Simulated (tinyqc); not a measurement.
Shockley-Read-Hall recombination through one deep level: sweeps and comparisons. A value that a table varies takes the place of the one given here.

One level at Et with degeneracy 1: tn = 1/(sn vth Nt), tp = 1/(sp_ vth Nt), n1 = Nc exp((Et - Eg)/kT), p1 = Nv exp(-Et/kT), ni^2 = n1 p1. Equilibrium n0 = Nm, p0 = ni^2/Nm; n = n0 + dn, p = p0 + dn. U = (n p - ni^2)/(tp (n + n1) + tn (p + p1)), lifetime dn/U; emission rates en = sn vth n1, ep = sp_ vth p1.

Constants: kB = 8.617333262e-05 eV/K.

Values chosen for the exercise (gap and densities of states near those of GaN at this temperature; not measured data):

| symbol | value | unit | meaning |
|---|---|---|---|
| E1 | 1.852 | eV | level (+1/0) above Ev |
| E2 | 1.791 | eV | level (0/-1) above Ev |
| gm | 1 |  | degeneracy of the middle state, the others 1 |
| T | 300 | K |  |
| Eg | 3.435 | eV | gap |
| Nc | 2.26e+18 | 1/cm^3 | conduction-band density of states |
| Nv | 4.57e+19 | 1/cm^3 | valence-band density of states |
| Nd | 7.4e+14 | 1/cm^3 | ionised shallow donors minus acceptors |
| Et | 1.852 | eV | recombination level above Ev |
| Nt | 3.1e+15 | 1/cm^3 | defects |
| sn | 7.7e-15 | cm^2 | electron capture cross-section |
| sp_ | 3.5e-16 | cm^2 | hole capture cross-section |
| vth | 13000000 | cm/s | thermal velocity, both carriers |
| Nm | 3.1e+16 | 1/cm^3 | equilibrium electrons for the lifetime steps |
| dn | 7.9e+12 | 1/cm^3 | excess pairs |

## Charge state against the Fermi level (deep level with several charge states)

Energies from Ev. The defect has charge states +1, 0, -1 with weights 1, gm exp((EF - E1)/kT), exp((2 EF - E1 - E2)/kT); the shares are the weights over their sum. Boltzmann carriers: n = Nc exp((EF - Eg)/kT), p = Nv exp(-EF/kT). Neutrality: p - n + Nd + Nt <q> = 0.

Shares:

| EF (eV) | +1 | 0 | -1 | <q> |
|---|---|---|---|---|
| 0.206 | 1.000 | 0.000 | 0.000 | 1.000 |
| 0.481 | 1.000 | 0.000 | 0.000 | 1.000 |
| 0.756 | 1.000 | 0.000 | 0.000 | 1.000 |
| 1.030 | 1.000 | 0.000 | 0.000 | 1.000 |
| 1.305 | 1.000 | 0.000 | 0.000 | 1.000 |
| 1.580 | 1.000 | 0.000 | 0.000 | 1.000 |
| 1.855 | 0.065 | 0.073 | 0.863 | -0.798 |
| 2.130 | 0.000 | 0.000 | 1.000 | -1.000 |
| 2.404 | 0.000 | 0.000 | 1.000 | -1.000 |
| 2.679 | 0.000 | 0.000 | 1.000 | -1.000 |
| 2.954 | 0.000 | 0.000 | 1.000 | -1.000 |
| 3.229 | 0.000 | 0.000 | 1.000 | -1.000 |

How do the results move?

E2 lies below E1 (negative U = -0.061 eV), so the charge goes from +1 to -1 near (E1 + E2)/2 = 1.821 eV, two electrons at once; the middle state never exceeds a share of 0.133.

## Defects against doping (deep level with several charge states)

Nt takes the listed multiples of |Nd|; the resistivity uses mobilities of 1000 (electrons) and 300 (holes) cm^2/(V s), chosen for the exercise, and e = 1.602176634e-19 C.

Neutral state:

| Nt/\|Nd\| | EF (eV) | n (1/cm^3) | p (1/cm^3) | rho (ohm cm) |
|---|---|---|---|---|
| 0.01 | 3.2273 | 7.33e+14 | 2.78e-35 | 8.52 |
| 0.10 | 3.2248 | 6.66e+14 | 3.06e-35 | 9.37 |
| 0.30 | 3.2183 | 5.18e+14 | 3.93e-35 | 12.0 |
| 0.60 | 3.2039 | 2.96e+14 | 6.88e-35 | 21.1 |
| 0.90 | 3.1680 | 7.40e+13 | 2.75e-34 | 84.3 |
| 1.10 | 1.8694 | 1.13e-08 | 1.80e-12 | 5.53e+23 |
| 1.50 | 1.8458 | 4.54e-09 | 4.48e-12 | 1.37e+24 |
| 3.00 | 1.8319 | 2.65e-09 | 7.69e-12 | 2.36e+24 |
| 10.00 | 1.8245 | 1.99e-09 | 1.02e-11 | 3.13e+24 |

How do the results move?

EF goes from 3.227 to 1.824 eV and the resistivity from 8.52 to 3.13e+24 ohm cm, with a largest value of 3.13e+24 (values above about 1e13 are formal: hopping and surfaces conduct more). The largest move of EF, -1.299 eV, comes between Nt/|Nd| = 0.9 and 1.1; the levels lie at 1.852 and 1.791 eV. A defect can take up to one carrier of either sign, so the doping can be cancelled no earlier than Nt = |Nd|, there only if EF lies well beyond the level that takes the carriers and otherwise at larger Nt (mean charge -0.10 in the last row).

## Lifetime against injection

Recombination:

| dn (1/cm^3) | lifetime (microsecond) | U (1/(cm^3 s)) |
|---|---|---|
| 1.0e+11 | 0.07090 | 1.41e+18 |
| 1.0e+12 | 0.07090 | 1.41e+19 |
| 1.0e+13 | 0.07090 | 1.41e+20 |
| 1.0e+14 | 0.07091 | 1.41e+21 |
| 1.0e+15 | 0.07100 | 1.41e+22 |
| 1.0e+16 | 0.07168 | 1.40e+23 |
| 1.0e+17 | 0.07336 | 1.36e+24 |
| 1.0e+18 | 0.07402 | 1.35e+25 |

What does this show, and why?

The lifetime rises from 0.0709 to 0.07402 microsecond; tn + tp = 0.07412. At low injection it is tp (1 + n1/n0) + tn p1/n0 with n1/Nm = 1.9e-25 and p1/Nm = 1.1e-28: re-emission is negligible, so minority capture alone counts. Auger and radiative paths are left out; they cut in at the highest injections, and in a doped direct-gap crystal the radiative one counts at all injections. dn = dp neglects trapped charge, which matters where the traps hold a charge comparable with dn, at low injection and with very unequal cross sections.

## Where a level does most harm

Et takes the values listed; G = Nt en ep/(en + ep) in a depleted region; the lifetime is for dn = 1e11 1/cm^3.

Results:

| Et (eV) | lifetime (microsecond) | G (1/(cm^3 s)) |
|---|---|---|
| 0.206 | 0.0725 | 3.99e-28 |
| 0.481 | 0.0709 | 1.66e-23 |
| 0.756 | 0.0709 | 6.93e-19 |
| 1.030 | 0.0709 | 2.78e-14 |
| 1.305 | 0.0709 | 1.16e-09 |
| 1.580 | 0.0709 | 4.82e-05 |
| 1.855 | 0.0709 | 4.43e-05 |
| 2.130 | 0.0709 | 1.06e-09 |
| 2.404 | 0.0709 | 2.65e-14 |
| 2.679 | 0.0709 | 6.37e-19 |
| 2.954 | 0.0709 | 1.53e-23 |
| 3.229 | 0.0727 | 3.67e-28 |

What can be read from the table?

Generation peaks where en = ep, at Eg/2 + (kT/2) ln(sp_ Nv/(sn Nc)) = 1.716 eV; the largest value listed is at 1.580 eV, and G falls by a decade for each 0.060 eV away from the peak. The lifetime is within a factor 2 of its minimum, 0.0709 microsecond, from 0.206 to 3.229 eV: recombination tolerates a wide range of Et, generation a narrow one.

## What moves lifetime and leakage

G = Nt en ep/(en + ep). Each row changes one parameter from the base and keeps the others.

Results:

| case | lifetime (microsecond) | G (1/(cm^3 s)) |
|---|---|---|
| base | 0.07090 | 4.98e-05 |
| Et = 1.892 eV | 0.07090 | 1.06e-05 |
| sn = 1.54e-14 cm^2 | 0.07090 | 4.98e-05 |
| sp_ = 7e-16 cm^2 | 0.03545 | 9.96e-05 |
| Nt = 1.55e+15 1/cm^3 | 0.1418 | 2.49e-05 |
| Nm = 9.3e+16 1/cm^3 | 0.07090 | 4.98e-05 |
| dn = 2.37e+13 1/cm^3 | 0.07090 | 4.98e-05 |

What does this show?

The largest shifts from the base row, up to three for each result and ties (the steps differ in size, so this ranks the rows, not the parameters). lifetime (microsecond): Nt +0.0709, sp_ -0.0354; unchanged at the printed digits by Et, sn, Nm and dn. G (1/(cm^3 s)): sp_ +4.98e-05, Et -3.92e-05, Nt -2.49e-05; unchanged at the printed digits by sn, Nm and dn.

Program tinyqc; command `OMP_NUM_THREADS=1 python tinyqc.py 1650495 1650496 out.jsonl`; about 0.01 s on one thread of a shared Intel(R) Xeon(R) Processor @ 2.30GHz.
